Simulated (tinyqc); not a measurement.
Atomic layer deposition: Langmuir saturation, growth per cycle and coating of deep features: one step, computed by the program tinyqc. Command: `OMP_NUM_THREADS=1 python tinyqc.py 3029340 3029341 out.jsonl ald walk`. One thread of a shared host (Intel(R) Xeon(R) Processor @ 2.30GHz), about 0.04 s of CPU time with the checks.

Precursor A sticks only on free sites, so a long enough pulse saturates; co-reactant B then frees the sites again.

Question. The first four cycles. One cycle from coverage th0: pulse A gives th1 = th_s + (th0 - th_s) exp(-(k_a + k_d) t), th_s = k_a/(k_a + k_d); the purge leaves th2 = th1 exp(-k_d t_p); pulse B converts c_B th2 into film and leaves th3 = (1 - c_B) th2. Growth = G c_B th2. Start from th0 = 0.

Inputs (values chosen for the exercise, modelled on titanium nitride from the chloride and ammonia):
```
quantity                                value      unit
growth per cycle at saturation G         0.38  angstrom
temperature T                             250         C
pulse time t                          0.00072         s
co-reactant completion per pulse c_B     0.95         -
purge time t_p                             12         s
```

k_a = 3899.965 1/s

k_d = 3.980786e-06 1/s

Give: Cycles.

Answer.

Cycles:
```
cycle      th0     th1     th2      th3  growth (angstrom)
1      0.00000  0.9397  0.9396  0.04698             0.3392
2      0.04698  0.9425  0.9425  0.04712             0.3402
3      0.04712  0.9425  0.9425  0.04712             0.3402
4      0.04712  0.9425  0.9425  0.04712             0.3402
```
